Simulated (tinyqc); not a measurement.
The same layer on three faces: model-solid line-up of a strained alloy layer on a substrate.

All values of the alloy are linear in x but the gap, Eg(x) = (1 - x) Eg_A + x Eg_B - C x (1 - x), and the valence edge, Ev(x) = (1 - x) Ev_A + x Ev_B + fv C x (1 - x); Ec = Ev + Eg. Ev is the top of the unstrained valence band on a scale common to all materials. In the layer only the Gamma valley of the conduction band is followed, also where an X or L valley would lie lower.

Coherent growth: e_par = (a_s - a)/a. (001): e_perp = -2 (C12/C11) e_par; exx = eyy = e_par, ezz = e_perp, no shear. (111): e_perp = -(2 C11 + 4 C12 - 4 C44)/(C11 + 2 C12 + 4 C44) e_par; exx = eyy = ezz = (2 e_par + e_perp)/3 and exy = eyz = ezx = (e_perp - e_par)/3. (110): e_perp = -(C11 + 3 C12 - 2 C44)/(C11 + C12 + 2 C44) e_par; exx = eyy = (e_par + e_perp)/2, ezz = e_par, exy = (e_perp - e_par)/2, eyz = ezx = 0.

Strained edges: Ec + ac tr(e); the valence edges are Ev plus the levels of the 6 x 6 matrix of X, Y, Z times spin with -Dso/3 + l exx + m (eyy + ezz) on the diagonal (cyclic), n exy off it, l = av + 2 b, m = av - b, n = sqrt(3) d. Spin-orbit term (Dso/3) L.sigma on X, Y, Z with (L_k)_ij = -i epsilon_kij: <X+|H|Y+> = -i Dso/3, <X+|H|Z-> = Dso/3, <Y+|H|Z-> = -i Dso/3, <Z+|H|X-> = -Dso/3, <Z+|H|Y-> = i Dso/3, <X-|H|Y-> = i Dso/3, and their conjugates; + and - are the spin along z.

Inputs chosen for the exercise (A near AlAs, B near GaAs, substrate near Ge; shifted at random, so the results belong to these values and not to a real crystal): a = (5.664, 5.651) angstrom (lattice constant of A, B); Eg = (3.092, 1.505) eV (gap at Gamma to the s-like level of A, B); Dso = (0.278, 0.341) eV (spin-orbit splitting of A, B); Ev = (-1.32, -0.8) eV (top of the unstrained valence band of A, B); ac = (-5.64, -7.26) eV (conduction deformation potential of A, B); av = (2.44, 1.16) eV (valence hydrostatic potential of A, B); b = (-2.31, -1.98) eV (tetragonal shear potential of A, B); d = (-3.38, -4.76) eV (trigonal shear potential of A, B); C11 = (125.1, 121.3) GPa (of A, B); C12 = (53.3, 56.5) GPa (of A, B); C44 = (54.3, 59.3) GPa (of A, B); C = 0.403 eV (bowing of the gap); fv = 0 (share of the bowing taken by the valence edge); a_s = 5.665 angstrom (substrate); x = 0.86 (fraction of B).

Composition and substrate are kept.

Results:
```
face   e_perp (%)  tr(e) (%)  shift of Ec (meV)  shift of Ev (meV)  valence splitting (meV)  gap (eV)
(001)      -0.198      0.233              -16.4               11.9                     17.2    1.6504
(111)      -0.107      0.324              -22.8               13.3                     17.5    1.6426
(110)      -0.126      0.305              -21.4               13.0                     17.5    1.6442
```

What does the comparison show, and why?

The layer yields most along the normal on (001) and least on (111), so the volume change, and with it the shift of Ec, is largest on (111). The valence splitting, set by b on (001), by d on (111) and by both on (110), is largest on (110). The gaps span 8 meV, from (111) to (001).

tinyqc: `OMP_NUM_THREADS=1 python tinyqc.py 1051084 1051085 out.jsonl`; about 0.03 s, one thread, shared Intel(R) Xeon(R) Processor @ 2.30GHz.
